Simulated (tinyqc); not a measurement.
Worked calculation: linear model of a band gap against the share of exact exchange. Values are carried at full precision from step to step, so a last printed digit may differ when a step is redone from the rounded ones.

E(alpha) = E0 + S alpha. A wider gap screens less, modelled in the Penn form eps(alpha) = 1 + (e0 - 1)(EP/(EP + S alpha))^2 with a scale EP chosen for the exercise. A dielectric-dependent hybrid takes alpha = 1/eps.

Inputs chosen for the exercise (of the order of those of AlN; shifted at random, so the results belong to these values and not to a real crystal):
- E0 = 4.11 eV (gap of the semi-local functional)
- S = 7.61 eV (slope dE/d(alpha))
- e0 = 5.15 (optical dielectric constant at alpha = 0)
- EP = 22.4 eV (energy scale of the screening)
- Et = 6.21 eV (target gap)
- a_start = 0.5 (starting alpha)
- fv = 0.68 (share of the opening taken by the valence edge)
- Ed = 3 eV (defect level above the semi-local valence top)
- cd = 0 (shift of the level per unit opening, on the scale of the mean potential)

## Fixed shares

Gap, error against the target and eps for alpha = 0, 0.25 and 1/e0; and the alpha that meets the target, (Et - E0)/S.

Results:
```
alpha   E (eV)  E - Et (eV)    eps
0.0000   4.110       -2.100  5.150
0.2500   6.013       -0.198  4.526
0.1942   5.588       -0.622  4.652
```

alpha for the target = 0.2760

A quarter of exact exchange falls short of the target by 0.20 eV: the material needs 0.276, and 1/e0 = 0.194 lies further from it than 0.25 does.

## Self-consistent share

Iterate alpha -> 1/eps(alpha) seven times from a_start. The fixed point solves alpha eps(alpha) = 1; the contraction factor there is 2 (eps - 1) S/((EP + S alpha) eps^2).

Iterates:
```
step    alpha     eps  E (eV)
0     0.50000  4.0323  7.9150
1     0.24800  4.5301  5.9972
2     0.22075  4.5912  5.7899
3     0.21781  4.5978  5.7675
4     0.21749  4.5986  5.7651
5     0.21746  4.5986  5.7649
6     0.21746  4.5986  5.7648
7     0.21746  4.5986  5.7648
```

fixed point = 0.21746
contraction factor = 0.1077

The factor is positive, so the iterates approach from one side, the error shrinking to 0.11 of itself each step; the gap is within 0.01 eV of its limit from step 3. Self-consistency moves the gap by +0.177 eV against the one-shot choice 1/e0, since a wider gap screens less.

## Band edges and a deep level

The opening c = S alpha lowers the valence top by fv c and raises the conduction edge by (1 - fv) c, both against the mean potential; the level moves by cd c. Use the fixed point. Compare with stretching the level in proportion to the gap and with pinning it to either edge.

opening c = 1.655 eV

shifts of the valence and conduction edges (eV): -1.125  0.530

level above the valence top = 4.125 eV
level below the conduction edge = 1.640 eV

level above the valence top: stretched, tied to the valence edge, tied to the conduction edge (eV): 4.208  3.000  4.655

The three recipes err by +0.08, -1.13 and +0.53 eV against alignment through the mean potential. A localised level with cd = 0 stays put while the edges move away from it.

## Checks

- Fixed point by bisection against 60 substitutions: both 0.21746.

Program tinyqc; command `OMP_NUM_THREADS=1 python tinyqc.py 1850631 1850632 out.jsonl`; about 0.01 s on one thread of a shared Intel(R) Xeon(R) Processor @ 2.30GHz.
